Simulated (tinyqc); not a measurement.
Worked calculation: configuration-coordinate model of carrier capture at a defect. Values are carried at full precision from step to step, so a last printed digit may differ when a step is redone from the rounded ones.

Two parabolas of equal curvature k in one coordinate Q: with the carrier free at the band edge, U_f = k Q^2/2; with the carrier trapped, U_t = k (Q - dQ)^2/2 - ET. ER = k dQ^2/2, Huang-Rhys factor S = ER/hw, hw = 0.0646541 sqrt(k/M) eV for k in eV/angstrom^2 and M in u. The curves cross at a height Eb = (ER - ET)^2/(4 ER) above the free minimum.

Constants: kB = 8.617333262e-05 eV/K.

Inputs chosen for the exercise (of the size met at a deep level in Si; shifted at random, so the results belong to these values and not to a real crystal): ET = 0.29 eV (thermal depth of the level below the band edge); ER = 0.16 eV (relaxation energy); hw = 0.027 eV (phonon energy of the mode); M = 40 u (mass of the mode); T = 400 K (temperature); nu = 1e+11 1/s (attempt rate).

## The two parabolas

Form S, k, dQ, the crossing point Qc = (ER - ET)/(k dQ), Eb, and the emission barrier Eb + ET.

S = 5.926
k = 6.9758 eV/angstrom^2
dQ = 0.2142 angstrom
Qc = -0.0870 angstrom

barriers (eV): capture 0.0264, emission 0.3164

ER < ET: the crossing lies on the far side of the free minimum (the inverted case), where tunnelling between vibrational states can matter much if Eb is well above hw.

## Optical transitions

Vertical ionisation from the trapped minimum costs ET + ER; vertical capture from the free minimum releases ET - ER (none if negative); the band has a standard deviation sqrt(S hw^2 coth(hw/2kT)) with S = ER/hw, and a full width 2.35482 times that.

energies (eV): ionisation peak 0.450, zero-phonon 0.290, emission peak 0.130

coth(hw/2kT) = 2.6825
standard deviation = 0.1076 eV
full width = 0.2535 eV

Radiative capture would peak at 0.130 eV. The optical peak exceeds the thermal depth by a factor 1.55.

## The multiphonon factor

Multiphonon factor for giving p = ET/hw phonons to the lattice: W = exp(-S (2 nb + 1)) ((nb + 1)/nb)^(p/2) I_p(x), nb = 1/(exp(hw/kT) - 1), x = 2 S sqrt(nb (nb + 1)), I_p the modified Bessel function. Classical limit: W = hw exp(-Eb/kT)/sqrt(4 pi ER kT). At T = 0: exp(-S) S^p/Gamma(p + 1).

Form p, nb, x and ln W, the classical ln W, and the capture time 1/(nu W).

p, nb, x: 10.7407  0.8413  14.7506

ln W: quantum -3.067, classical -3.043

capture time = 2.15e-10 s

The quantum factor is 0.976 times the classical one at kT/hw = 1.28: the two agree.

## Emission by detailed balance

For equal degeneracies and one band-edge state, emission time = capture time x exp(ET/kT).

ET/kT = 8.413
log10 of the emission time in s = -6.01

## Checks

- Ln W for the nearest whole p against the double Poisson sum over emitted and absorbed phonons: both -3.14723.

Program tinyqc; command `OMP_NUM_THREADS=1 python tinyqc.py 1452211 1452212 out.jsonl`; about 0.01 s on one thread of a shared Intel(R) Xeon(R) Processor @ 2.30GHz.
